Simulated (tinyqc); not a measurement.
Franz-Keldysh effect at a direct gap: one step. Electro-optic energy and length. Four cases, with inputs chosen for the exercise.

Question. For each hole band give mr, th and the length th/(e Fd).

Parabolic bands, vertical transitions, no excitons. For each hole band j: mr = me mj/(me + mj); joint density of states J_j(E) = (mr/c)^(3/2) sqrt(E - Eg)/(2 pi^2), both spins, c = hbar^2/2m0; averaged matrix element |e.p|^2 = m0 Ep/6; alpha_j(E) = 4 pi^2 alpha_f c Ep J_j/(3 nr E) in 1/angstrom (alpha_f the fine-structure constant, listed as alpha among the constants), times 1e8 for 1/cm.

In a field Fd (1 kV/cm = 1e-5 V/angstrom) the electro-optic energy of band j is th = (c (e Fd)^2/mr)^(1/3), and sqrt(E - Eg) in J_j is replaced by pi sqrt(th) [Ai'(b)^2 - b Ai(b)^2] with b = (Eg - E)/th; Ai is the Airy function.

Constants: hbar^2/2m0 = 3.80998211 eV angstrom^2; fine-structure constant alpha = 0.007297352564.

Case 1.

Values chosen (near those of InGaAs; shifted at random, so the results belong to these values and not to a real crystal): Eg = 0.745 eV (direct gap); me = 0.0401 m0 (electron mass); mhh = 0.458 m0 (heavy-hole mass); mlh = 0.0541 m0 (light-hole mass); Ep = 22.9 eV (Kane energy); nr = 3.6 (refractive index); Fd = 65 kV/cm (uniform field).

Case 2.

Values chosen (near those of GaAs; shifted at random, so the results belong to these values and not to a real crystal): Eg = 1.421 eV (direct gap); me = 0.0693 m0 (electron mass); mhh = 0.487 m0 (heavy-hole mass); mlh = 0.0815 m0 (light-hole mass); Ep = 25.8 eV (Kane energy); nr = 3.65 (refractive index); Fd = 130 kV/cm (uniform field).

Case 3.

Values chosen (near those of InP; shifted at random, so the results belong to these values and not to a real crystal): Eg = 1.338 eV (direct gap); me = 0.0822 m0 (electron mass); mhh = 0.597 m0 (heavy-hole mass); mlh = 0.0931 m0 (light-hole mass); Ep = 20.9 eV (Kane energy); nr = 3.46 (refractive index); Fd = 28 kV/cm (uniform field).

Case 4.

Values chosen (near those of InP; shifted at random, so the results belong to these values and not to a real crystal): Eg = 1.316 eV (direct gap); me = 0.0796 m0 (electron mass); mhh = 0.577 m0 (heavy-hole mass); mlh = 0.0887 m0 (light-hole mass); Ep = 20.5 eV (Kane energy); nr = 3.43 (refractive index); Fd = 58 kV/cm (uniform field).

Give: Scales.

Answer.

Case 1.

Scales:
```
hole   mr (m0)  th (meV)  length (angstrom)
heavy  0.03687    35.212               54.2
light  0.02303    41.193               63.4
```

The light-hole pair has th larger by a factor 1.170, the cube root of the ratio of reduced masses.

Case 2.

Scales:
```
hole   mr (m0)  th (meV)  length (angstrom)
heavy  0.06067    47.346               36.4
light  0.03745    55.604               42.8
```

The light-hole pair has th larger by a factor 1.174, the cube root of the ratio of reduced masses.

Case 3.

Scales:
```
hole   mr (m0)  th (meV)  length (angstrom)
heavy  0.07225    16.050               57.3
light  0.04366    18.985               67.8
```

The light-hole pair has th larger by a factor 1.183, the cube root of the ratio of reduced masses.

Case 4.

Scales:
```
hole   mr (m0)  th (meV)  length (angstrom)
heavy  0.06995    26.363               45.5
light  0.04195    31.261               53.9
```

The light-hole pair has th larger by a factor 1.186, the cube root of the ratio of reduced masses.

Computed by tinyqc, one run a case: `OMP_NUM_THREADS=1 python tinyqc.py N N+1 out.jsonl` with N = 1650695, 1650725, 1651227, 1651488; one thread of a shared Intel(R) Xeon(R) Processor @ 2.30GHz, about 0.01 s a run at most.
